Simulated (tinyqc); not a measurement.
Hubbard chain of 4 sites, step by step. Computed by tinyqc, a small Python program that keeps every step. Settings: hopping = 1.12, U = 7.4, mixing = 1, iteration cap = 67. Command: `OMP_NUM_THREADS=1 python tinyqc.py 29376 29377 out.jsonl` (the two numbers bound the seeds that draw the settings). One thread of a shared host (Intel(R) Xeon(R) Processor @ 2.60GHz), about 0.2 s of CPU time with the checks.

one-body matrix (hopping and site energies) (eV), order 1, 2, 3, 4:
$$\begin{pmatrix}
-0.630000 & -1.120000 & 0.000000 & 0.000000 \\
-1.120000 & 0.140000 & -1.120000 & 0.000000 \\
0.000000 & -1.120000 & 0.930000 & -1.120000 \\
0.000000 & 0.000000 & -1.120000 & -0.010000
\end{pmatrix}$$

U = 7.400000 eV

electrons, up and down: [2, 1]

n(up) at the start (a guess, not normalised): 1 0.800000, 2 0.200000, 3 0.800000, 4 0.200000

n(down) at the start (a guess): 1 0.000000, 2 0.550000, 3 0.000000, 4 0.550000

Each step fills the lowest levels of T + U n(other spin) and sets n(new) = n + mixing (n(out) - n); stop when output and input agree to 1e-8.

Course of the cycle:
```
iteration       E (eV)  largest |n(out) - n(in)|  mean |n_up - n_down|
1          -0.96933977                  2.41e-01              0.610011
2          -0.72510734                  3.08e-01              0.546845
3          -0.36947164                  5.94e-01              0.590921
4           2.62236483                  9.13e-01              0.370803
5           1.74705208                  9.31e-01              0.392361
6           3.22485912                  9.32e-01              0.327385
7           1.97956647                  9.31e-01              0.341632
8           3.35666256                  9.18e-01              0.304027
9           2.00319903                  9.18e-01              0.321782
10          3.42348225                  9.12e-01              0.293599
11          2.00067196                  9.12e-01              0.312465
...                ...                       ...                   ...
57          1.98384990                  9.08e-01              0.303560
58          3.50211726                  9.08e-01              0.283938
59          1.98384989                  9.08e-01              0.303560
60          3.50211727                  9.08e-01              0.283938
61          1.98384989                  9.08e-01              0.303560
62          3.50211727                  9.08e-01              0.283938
63          1.98384989                  9.08e-01              0.303560
64          3.50211728                  9.08e-01              0.283938
65          1.98384989                  9.08e-01              0.303560
66          3.50211728                  9.08e-01              0.283938
67          1.98384989                  9.08e-01              0.303560
```

Can the last value be used, and what does the course show?

Not by the stop rule. Not converged within 67 iterations: the residual has stopped falling: the iteration swings between two states. The lowest mean-field energy found from random starts is -2.07588 eV. Reruns (cap 100 unless said): mixing 0.2: not converged; mixing 0.5: not converged; mixing 0.9: not converged; the original settings with a cap of 400: not converged.
